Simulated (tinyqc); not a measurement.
Reverse leakage of an n+-p junction: diffusion, generation, trap-assisted and band-to-band tunnelling: one step of the calculation.

One-sided abrupt junction in the depletion approximation, x from the junction (0) to W on the p side, field F = F0 (1 - x/W). Flat quasi-Fermi levels, long p side. Traps generate through SRH with both lifetimes shortened by 1 + Gamma (Hurkx enhancement, form for moderate fields); band-to-band generation is local and needs a total bending above Eg.

Task. Current components. u = (Vbi + VR)(1 - x/W)^2, p = Na exp(-u/Vt), n = Nd exp((u - Vbi - VR)/Vt); G0 = ni^2 (1 - exp(-VR/Vt))/(tau (n + p + 2 ni cosh(Et/Vt))); Gamma = 2 sqrt(3 pi)(F/FG) exp((F/FG)^2); trap-assisted part G0 Gamma; G_bb = Ab F^2.5 exp(-Bb/F) with F in V/cm, zero unless Vbi + VR > Eg. 16 equal steps.

Each current is q times the trapezoid sum of its rate; J adds J_diff; J_bb under 1e-8 of the sum is given as 0.

Constants: q = 1.602176634e-19 C. Results are converted to the units shown.

```
point     x (nm)  G0 (cm^-3 s^-1)  G0 Gamma (cm^-3 s^-1)  G_bb (cm^-3 s^-1)
0       0.000000      5.7457914e9           6.2778974e11       3.0377627e17
1       6.188040     9.0660046e15           6.9157623e17       4.3692605e16
2      12.376080     8.4735747e17           4.5790444e19       4.8209150e15
3      18.564120     8.4748093e17           3.2897247e19       3.8419179e14
4      24.752160     8.4748093e17           2.3942107e19       2.0409694e13
5      30.940200     8.4748093e17           1.7635896e19       6.4802835e11
6      37.128240     8.4748093e17           1.3130684e19       1.0558129e10
7      43.316280     8.4748093e17           9.8644119e18        7.0848227e7
8      49.504321     8.4748084e17           7.4596555e18                 ~0
9      55.692361     8.4738679e17           5.6589723e18                 ~0
10     61.880401     8.1149532e17           4.1049972e18                 ~0
11     68.068441     1.0535679e17           4.0002273e17                 ~0
12     74.256481     1.8990963e15           5.2953479e15                 ~0
13     80.444521     7.5659673e13           1.4803603e14                 ~0
14     86.632561     7.5588880e12           9.4020507e12                 ~0
15     92.820601     1.8975618e12           1.1469445e12                 ~0
16     99.008641     1.1970382e12                      0                  0
```

J_diff = 4.6188410e-10 A/cm^2

Wanted: J_SRH; J_TAT; J_bb; J.

Result.

J_SRH = 7.642e-7 A/cm^2
J_TAT = 1.602e-5 A/cm^2
J_bb = 1.991e-8 A/cm^2
J = 1.680e-5 A/cm^2

Range of the model: The n+ side is degenerate, so Vbi from Boltzmann statistics is only a guide.

Computed by the program tinyqc: `OMP_NUM_THREADS=1 python tinyqc.py 2290027 2290028 out.jsonl`, one thread of a shared Intel Xeon 2.30GHz, about 0.01 s for the whole run.

~0 in a residual or rate marks an entry under 1e-11 of the largest of its column.
